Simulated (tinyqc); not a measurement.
Domain walls in a thin film with perpendicular anisotropy: Bloch, Neel and chiral walls, motion and stripe domains: one step, computed by the program tinyqc.

One-dimensional wall: polar angle theta(x), azimuth phi of the moment in the wall (phi = 0 Neel, 90 degrees Bloch). mu_0 = 1.25663706212e-6 T m/A, gamma = 1.76085963023e11 rad/(s T).

Task: Velocity under current. Spin-orbit drive: B_SL = hbar theta_SH J/(2 e M_s t) acts as the field (pi/2) B_SL cos(phi). Steady state: v = (gamma Delta/alpha)(pi/2) B_SL cos(phi) = gamma Delta [B_D sin(phi) - (B_K/2) sin(2 phi)], B_K = 2 K_D/M_s, B_D = pi D/(2 M_s Delta); the root with phi between its rest value and 90 degrees; v saturates at v_D = gamma Delta B_D.

Inputs (values chosen for the exercise, for a model film):
```
quantity                      value        unit
saturation magnetisation M_s    597        kA/m
DMI constant D                 0.74      mJ/m^2
thickness t                     1.8          nm
damping alpha                  0.19           -
current density J              0.91  1e12 A/m^2
spin Hall angle theta_SH       0.06           -
```

Drive: spin-orbit torque.

K_D = 7.910734 kJ/m^3

width parameter Delta = 11.24242 nm

azimuth phi = 0 degrees

Constants: hbar = 1.054571817e-34 J s; e = 1.602176634e-19 C.

Give: B_SL; azimuth in motion; velocity; saturation velocity v_D.

Result:

B_SL = 16.72 mT

azimuth in motion = 42.01 degrees

velocity = 203.4 m/s

saturation velocity v_D = 342.8 m/s

v is 59 % of v_D: still rising with current. Caution: pinning, heating and tilting of the wall are left out.
